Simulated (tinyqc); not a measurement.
Inside a calculation. Method: MP2 on RHF in the sto-3g basis, for BeH2, spin multiplicity 1. One step of it, computed by the program tinyqc.

Problem. Iteration 1: building the Fock matrix. J_ij = sum D_kl (ij|kl), K_ij = sum D_kl (ik|jl); F = H + J - 0.5 K; E = tr D H + tr D J / 2 - 0.25 tr D K + E_nn.

D at the start, lower triangle:
```
            1Be 1s    1Be 2s   1Be 2px    1Be 2py   1Be 2pz     2H 1s     3H 1s
1Be 1s    2.153105
1Be 2s   -0.519182  2.030272
1Be 2px   0.000000  0.000000  0.000000
1Be 2py   0.000000  0.000000  0.000000   0.003255
1Be 2pz   0.000000  0.000000  0.000000   0.000000  0.000000
2H 1s    -0.030648  0.134718  0.000000   0.038088  0.000000  0.901786
3H 1s    -0.030648  0.134718  0.000000  -0.038088  0.000000  0.010437  0.901786
```

core Hamiltonian H = T + V (hartree), lower triangle:
```
            1Be 1s     1Be 2s    1Be 2px    1Be 2py    1Be 2pz      2H 1s      3H 1s
1Be 1s   -8.569409
1Be 2s   -2.114515  -2.776022
1Be 2px   0.000000   0.000000  -2.242873
1Be 2py   0.000000   0.000000   0.000000  -2.438620
1Be 2pz   0.000000   0.000000   0.000000   0.000000  -2.242873
2H 1s    -0.397457  -1.051013   0.000000  -1.146039   0.000000  -2.041222
3H 1s    -0.397457  -1.051013   0.000000   1.146039   0.000000  -0.065253  -2.041222
```

Two-electron integrals (ij|kl) in chemists' order, unique and non-zero (hartree):
```
(11|11) 2.298831    (21|11) 0.392036    (21|21) 0.079539    (22|11) 0.570988
(22|21) 0.143041    (22|22) 0.417683    (31|31) 0.014607    (32|31) 0.021888
(32|32) 0.092265    (33|11) 0.569578    (33|21) 0.143083    (33|22) 0.417589
(33|33) 0.449859    (41|41) 0.014607    (42|41) 0.021888    (42|42) 0.092265
(43|43) 0.024249    (44|11) 0.569578    (44|21) 0.143083    (44|22) 0.417589
(44|33) 0.401360    (44|44) 0.449859    (51|51) 0.014607    (52|51) 0.021888
(52|52) 0.092265    (53|53) 0.024249    (54|54) 0.024249    (55|11) 0.569578
(55|21) 0.143083    (55|22) 0.417589    (55|33) 0.401360    (55|44) 0.401360
(55|55) 0.449859    (61|11) 0.071800    (61|21) 0.014560    (61|22) 0.026410
(61|33) 0.026226    (61|41) 0.001285    (61|42) 0.002428    (61|44) 0.026793
(61|55) 0.026226    (61|61) 0.002794    (62|11) 0.181650    (62|21) 0.046212
(62|22) 0.147982    (62|33) 0.142282    (62|41) 0.006037    (62|42) 0.037706
(62|44) 0.159248    (62|55) 0.142282    (62|61) 0.009360    (62|62) 0.079451
(63|31) 0.004144    (63|32) 0.019640    (63|43) 0.006450    (63|63) 0.007095
(64|11) 0.197706    (64|21) 0.050893    (64|22) 0.170820    (64|33) 0.160705
(64|41) 0.009766    (64|42) 0.058530    (64|44) 0.190877    (64|55) 0.160705
(64|61) 0.010747    (64|62) 0.104097    (64|64) 0.140488    (65|51) 0.004144
(65|52) 0.019640    (65|54) 0.006450    (65|65) 0.007095    (66|11) 0.349495
(66|21) 0.090480    (66|22) 0.325269    (66|33) 0.301839    (66|41) 0.013554
(66|42) 0.110343    (66|44) 0.371860    (66|55) 0.301839    (66|61) 0.018751
(66|62) 0.223839    (66|64) 0.310784    (66|66) 0.774606    (71|11) 0.071800
(71|21) 0.014560    (71|22) 0.026410    (71|33) 0.026226    (71|41) -0.001285
(71|42) -0.002428   (71|44) 0.026793    (71|55) 0.026226    (71|61) 0.002553
(71|62) 0.007899    (71|64) 0.008405    (71|66) 0.015312    (71|71) 0.002794
(72|11) 0.181650    (72|21) 0.046212    (72|22) 0.147982    (72|33) 0.142282
(72|41) -0.006037   (72|42) -0.037706   (72|44) 0.159248    (72|55) 0.142282
(72|61) 0.007899    (72|62) 0.040304    (72|64) 0.042733    (72|66) 0.083470
(72|71) 0.009360    (72|72) 0.079451    (73|31) 0.004144    (73|32) 0.019640
(73|43) -0.006450   (73|63) 0.002800    (73|73) 0.007095    (74|11) -0.197706
(74|21) -0.050893   (74|22) -0.170820   (74|33) -0.160705   (74|41) 0.009766
(74|42) 0.058530    (74|44) -0.190877   (74|55) -0.160705   (74|61) -0.008405
(74|62) -0.042733   (74|64) -0.043972   (74|66) -0.087943   (74|71) -0.010747
(74|72) -0.104097   (74|74) 0.140488    (75|51) 0.004144    (75|52) 0.019640
(75|54) -0.006450   (75|65) 0.002800    (75|75) 0.007095    (76|11) 0.011022
(76|21) 0.002728    (76|22) 0.007727    (76|33) 0.007617    (76|44) 0.007943
(76|55) 0.007617    (76|61) 0.000505    (76|62) 0.002808    (76|64) 0.003288
(76|66) 0.006328    (76|71) 0.000505    (76|72) 0.002808    (76|74) -0.003288
(76|76) 0.000145    (77|11) 0.349495    (77|21) 0.090480    (77|22) 0.325269
(77|33) 0.301839    (77|41) -0.013554   (77|42) -0.110343   (77|44) 0.371860
(77|55) 0.301839    (77|61) 0.015312    (77|62) 0.083470    (77|64) 0.087943
(77|66) 0.175564    (77|71) 0.018751    (77|72) 0.223839    (77|74) -0.310784
(77|76) 0.006328    (77|77) 0.774606
```

nuclear repulsion = 2.98474207 hartree

Give: Coulomb J; exchange K; Fock matrix F; total energy of this density.

Solution.

Coulomb J (hartree), lower triangle:
```
         1Be 1s  1Be 2s  1Be 2px  1Be 2py  1Be 2pz   2H 1s   3H 1s
1Be 1s   6.4534
1Be 2s   1.2465  2.6196
1Be 2px  0.0000  0.0000   2.5694
1Be 2py  0.0000  0.0000   0.0000   2.7095
1Be 2pz  0.0000  0.0000   0.0000   0.0000   2.5694
2H 1s    0.2297  0.9637   0.0000   1.1323   0.0000  2.2882
3H 1s    0.2297  0.9637   0.0000  -1.1323   0.0000  0.0500  2.2882
```

exchange K (hartree), lower triangle:
```
         1Be 1s  1Be 2s  1Be 2px  1Be 2py  1Be 2pz   2H 1s   3H 1s
1Be 1s   4.7084
1Be 2s   0.8221  1.0950
1Be 2px  0.0000  0.0000   0.2200
1Be 2py  0.0000  0.0000   0.0000   0.5094
1Be 2pz  0.0000  0.0000   0.0000   0.0000   0.2200
2H 1s    0.1684  0.5637   0.0000   0.3955   0.0000  0.9402
3H 1s    0.1684  0.5637   0.0000  -0.3955   0.0000  0.1081  0.9402
```

Fock matrix F (hartree), lower triangle:
```
          1Be 1s   1Be 2s  1Be 2px  1Be 2py  1Be 2pz    2H 1s    3H 1s
1Be 1s   -4.4702
1Be 2s   -1.2791  -0.7039
1Be 2px   0.0000   0.0000   0.2165
1Be 2py   0.0000   0.0000   0.0000   0.0162
1Be 2pz   0.0000   0.0000   0.0000   0.0000   0.2165
2H 1s    -0.2520  -0.3692   0.0000  -0.2114   0.0000  -0.2231
3H 1s    -0.2520  -0.3692   0.0000   0.2114   0.0000  -0.0693  -0.2231
```

total energy of this density = -15.317349 hartree

This density is the starting one; it is not idempotent, so its energy is not variational and may lie below the converged one.
